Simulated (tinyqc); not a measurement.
# Worked calculation: superjunction drift layer against a plain one, charge balance

Computed by the program tinyqc: `OMP_NUM_THREADS=1 python tinyqc.py 2590104 2590105 out.jsonl`, one thread of a shared Intel Xeon 2.30GHz, about 0.01 s for the whole run. Printed values are rounded.

Alternating n and p pillars of equal width wp, doping N and length Lp. When depleted, the lateral field peaks at Ex = q N wp/(2 eps0 eps_r) at the pillar junctions and a uniform vertical field Ey is added; breakdown is taken where Ex^2 + Ey^2 = Ef^2. Only the n pillars conduct, narrowed by the zero-bias depletion. A first-order model: the field peaks at the pillar ends are left out.

Values chosen for this exercise; values close to those of silicon:

| symbol | value | unit | meaning |
|---|---|---|---|
| eps_r | 11.8 |  | relative permittivity of the semiconductor |
| E16 | 0.39 | MV/cm | critical field at a doping of 1e16 cm^-3 |
| mx | 1390 | cm^2/(V s) | mobility at low doping |
| mi | 94.4 | cm^2/(V s) | mobility at high doping |
| Nr | 1.3e17 | cm^-3 | reference doping of the mobility |
| BV | 620 | V | wanted breakdown voltage |
| wp | 6 | um | width of each pillar |
| Ef | 0.29 | MV/cm | critical field inside the pillars |
| a | 0.52 |  | lateral peak field as a share of Ef |
| Vb | 0.8 | V | built-in voltage of the pillar junctions |
| dl | -5.8 | % | charge imbalance (Nn - Np)/N |

Constants: q = 1.602176634e-19 C, eps0 = 8.8541878128e-14 F/cm where lengths are in cm. Results are converted to the units shown.

## Iteration 1: doping of the plain drift layer

N at the start = 1e14 cm^-3

Ec(N) = E16 (N/1e16 cm^-3)^(1/8); N(new) = eps0 eps_r Ec(N)^2/(2 q BV).

Ec = 0.219313 MV/cm
N after iteration 1 = 2.52946e14 cm^-3

## Iteration 2: doping of the plain drift layer

As before.

Ec = 0.246288 MV/cm
N after iteration 2 = 3.18996e14 cm^-3

## Course of the iteration: doping of the plain drift layer

Stop when N changes by less than 1e8 cm^-3, or after 40 iterations.

Course of the iteration:
```
iteration   N (cm^-3)  |change| (cm^-3)
1          2.52946e14           1.53e14
2          3.18996e14           6.60e13
3          3.38045e14           1.90e13
4          3.42982e14           4.94e12
5          3.44228e14           1.25e12
6          3.44540e14           3.12e11
7          3.44618e14           7.81e10
8          3.44637e14           1.95e10
9          3.44642e14            4.88e9
10         3.44643e14            1.22e9
11         3.44644e14            3.05e8
12         3.44644e14            7.63e7
```

Converged in 12 iterations. At the end each change is about 0.25 times the one before: linear convergence.

## Thickness and resistance of the plain layer

N of the plain layer = 3.44644e14 cm^-3

Ec(N) = E16 (N/1e16 cm^-3)^(1/8), mu(N) = mi + (mx - mi)/(1 + (N/Nr)^0.9). W = 2 BV/Ec, Rsp = W/(q mu N).

mu = 1383.81 cm^2/(V s)
W = 48.4380 um
Rsp = 63.3910 mohm cm^2

## Design of the pillars

Ex = a Ef gives N = 2 eps0 eps_r a Ef/(q wp); Ey = Ef sqrt(1 - a^2); Lp = BV/Ey; xd = sqrt(eps0 eps_r Vb/(q N)) on each side; Rsp = 2 Lp/(q mu(N) N (1 - 2 xd/wp)). mu(N) = mi + (mx - mi)/(1 + (N/Nr)^0.9).

N = 3.27794e15 cm^-3
Ey = 0.247708 MV/cm
Lp = 25.0294 um
xd = 0.398938 um
Rsp = 8.17700 mohm cm^2

The pillars have an aspect ratio of 4.17. Their doping is 9.51 times, and their Rsp 0.129 times, that of the plain layer.

## Loss of breakdown voltage by imbalance

An imbalance dl leaves the mean net doping |dl| N/2, which tilts the vertical field by s = q |dl| N/(2 eps0 eps_r): BV(dl) = Ey Lp - s Lp^2/2, or Ey^2/(2 s) if the field reaches zero inside the pillar.

tilt s = 1.45773 kV/(cm um)
BV(dl) = 574.338 V
loss = 7.36477 %
